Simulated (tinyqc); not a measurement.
Deformation-potential model of the X valleys of a conduction band: sweeps and comparisons. A value that a table varies takes the place of the one given here.

Valleys with axes along x, y and z, one whole valley each. Herring-Vogt shift of a valley with unit axis a: dE = Xd tr(e) + Xu a.e.a. Non-degenerate shares n_i = exp(-dE_i/kT)/sum_j exp(-dE_j/kT). Inverse mass tensor of a valley: (1 - a a)/mt + a a/ml; the masses are taken as independent of strain.

s11 = (C11 + C12)/((C11 - C12)(C11 + 2 C12)), s12 = -C12/((C11 - C12)(C11 + 2 C12)), s44 = 1/C44; exx = s11 sxx + s12 (syy + szz) and cyclic, exy = s44 sxy/2; tension is positive. A uniaxial stress X along the unit vector n is s_ij = X n_i n_j. Biaxial (001) means sxx = syy = X.

Constants: kB = 8.617333262e-05 eV/K.

Inputs chosen for the exercise (near those of GaP; not measured data):

| symbol | value | unit | meaning |
|---|---|---|---|
| ml | 1.931 | m0 | longitudinal mass |
| mt | 0.249 | m0 | transverse mass |
| Xd | 1.43 | eV | dilation potential |
| Xu | 6.37 | eV | uniaxial potential |
| C11 | 140.9 | GPa |  |
| C12 | 62.1 | GPa |  |
| C44 | 69.9 | GPa |  |
| load | biaxial (001) |  | kind of stress |
| T | 400 | K | temperature |
| X1 | 0.6 | GPa | size of the stress |
| X | 1.14 | GPa | stress |

## Sweep of a biaxial (001) stress

m_c = 1/(u.M.u) along [110] with M = sum_i n_i (inverse mass tensor); gain against zero stress at a fixed scattering time.

Results:

| X (GPa) | spread (meV) | lowest edge (meV) | n x | n y | n z | m_c (m0) | gain (%) |
|---|---|---|---|---|---|---|---|
| -1.00 | 80.8 | -53.8 | 0.477 | 0.477 | 0.046 | 0.4261 | -17.7 |
| -0.50 | 40.4 | -26.9 | 0.433 | 0.433 | 0.134 | 0.3998 | -12.2 |
| -0.20 | 16.2 | -10.8 | 0.381 | 0.381 | 0.238 | 0.3726 | -5.8 |
| 0.00 | 0.0 | 0.0 | 0.333 | 0.333 | 0.333 | 0.3509 | 0.0 |
| 0.20 | 16.2 | -5.4 | 0.278 | 0.278 | 0.444 | 0.3285 | 6.8 |
| 0.50 | 40.4 | -13.5 | 0.191 | 0.191 | 0.618 | 0.2988 | 17.4 |
| 1.00 | 80.8 | -27.1 | 0.080 | 0.080 | 0.839 | 0.2678 | 31.0 |

Along [110] the gain is -17.7 % at -1.00 GPa and +31.0 % at 1.00 GPa. The slope at zero stress (from +/- 0.001 GPa), +32.0 % per GPa, carried to the ends would give -32 and +32 %; the response falls behind at both ends, as it saturates once the spread passes a few kT (kT = 34.5 meV, spread up to 81 meV).

## Gain for each load and current direction

Each load has the size X1. Gain m_c(0)/m_c - 1 in per cent from repopulation alone, m_c = 1/(u.M.u), M = sum_i n_i (inverse mass tensor); biaxial means sxx = syy.

Gain (%); + is tension, - compression:

| load | [100] | [010] | [001] | [110] | [1-10] | [111] |
|---|---|---|---|---|---|---|
| uniaxial [110] (+) | 10.4 | 10.4 | -20.8 | 10.4 | 10.4 | 0.0 |
| uniaxial [110] (-) | -8.3 | -8.3 | 16.6 | -8.3 | -8.3 | 0.0 |
| uniaxial [100] (+) | 27.5 | -13.8 | -13.8 | 6.9 | 6.9 | 0.0 |
| uniaxial [100] (-) | -41.5 | 20.7 | 20.7 | -10.4 | -10.4 | 0.0 |
| uniaxial [111] (+) | 0.0 | 0.0 | 0.0 | 0.0 | 0.0 | 0.0 |
| uniaxial [111] (-) | 0.0 | 0.0 | 0.0 | 0.0 | 0.0 | 0.0 |
| biaxial (001) (+) | 20.7 | 20.7 | -41.5 | 20.7 | 20.7 | 0.0 |
| biaxial (001) (-) | -13.8 | -13.8 | 27.5 | -13.8 | -13.8 | 0.0 |

The largest gain is +27.5 %, for uniaxial [100] (+) with the current along [100] and biaxial (001) (-) with the current along [001]; for a [110] channel it is +20.7 %, under biaxial (001) (+). No gain or loss appears under uniaxial [111]: the valleys stay equivalent (in real silicon shear also changes the masses, which this model leaves out).

## Temperature and repopulation

The load is fixed; m_c along [110] as 1/(u.M.u).

Results:

| T (K) | kT (meV) | n x | n y | n z | m_c (m0) |
|---|---|---|---|---|---|
| 50 | 4.31 | 0.000 | 0.000 | 1.000 | 0.2490 |
| 77 | 6.64 | 0.000 | 0.000 | 1.000 | 0.2490 |
| 150 | 12.93 | 0.001 | 0.001 | 0.998 | 0.2492 |
| 225 | 19.39 | 0.008 | 0.008 | 0.983 | 0.2509 |
| 300 | 25.85 | 0.027 | 0.027 | 0.946 | 0.2549 |
| 400 | 34.47 | 0.061 | 0.061 | 0.879 | 0.2629 |
| 500 | 43.09 | 0.095 | 0.095 | 0.809 | 0.2715 |

The largest share falls from 1.000 at 50 K to 0.809 at 500 K (equal shares: 0.333); m_c goes from 0.2490 to 0.2715, against 0.3509 without stress. Only spread/kT enters, so the small-stress response goes as 1/T.

## What each parameter does

Spread of the valley edges, lowest edge, largest share and m_c along [110]. Each row changes one parameter from the base and keeps the others.

Results:

| case | spread (meV) | lowest edge (meV) | largest share | m_c (m0) |
|---|---|---|---|---|
| base | 92.15 | -30.88 | 0.8787 | 0.2629 |
| ml = 1.545 m0 | 92.15 | -30.88 | 0.8787 | 0.2623 |
| mt = 0.199 m0 | 92.15 | -30.88 | 0.8787 | 0.2104 |
| Xd = 1.716 eV | 92.15 | -28.42 | 0.8787 | 0.2629 |
| Xu = 5.096 eV | 73.72 | -22.24 | 0.8093 | 0.2715 |
| C11 = 112.72 GPa | 143.46 | -61.44 | 0.9698 | 0.2523 |
| C12 = 49.68 GPa | 79.61 | -19.35 | 0.8343 | 0.2684 |
| C44 = 83.88 GPa | 92.15 | -30.88 | 0.8787 | 0.2629 |
| X = 1.368 GPa | 110.59 | -37.05 | 0.9252 | 0.2574 |
| T = 480 K | 92.15 | -30.88 | 0.8227 | 0.2698 |

The largest shifts from the base row, up to three for each result and ties (the steps differ in size, so this ranks the rows, not the parameters). spread (meV): C11 +51.30, X +18.43, Xu -18.43; unchanged at the printed digits by ml, mt, Xd, C44 and T. lowest edge (meV): C11 -30.57, C12 +11.52, Xu +8.63; unchanged at the printed digits by ml, mt, C44 and T. largest share: C11 +0.0911, Xu -0.0694, T -0.0560; unchanged at the printed digits by ml, mt, Xd and C44. m_c (m0): mt -0.0524, C11 -0.0106, Xu +0.0087; unchanged at the printed digits by Xd and C44. Xd moves all valleys together, so it shifts the edge and nothing else.

Computed by tinyqc, a small Python program: `OMP_NUM_THREADS=1 python tinyqc.py 1081495 1081496 out.jsonl` (the numbers bound the seed that draws the inputs); one thread of a shared host (Intel(R) Xeon(R) Processor @ 2.30GHz), about 0.01 s for the whole set of steps.
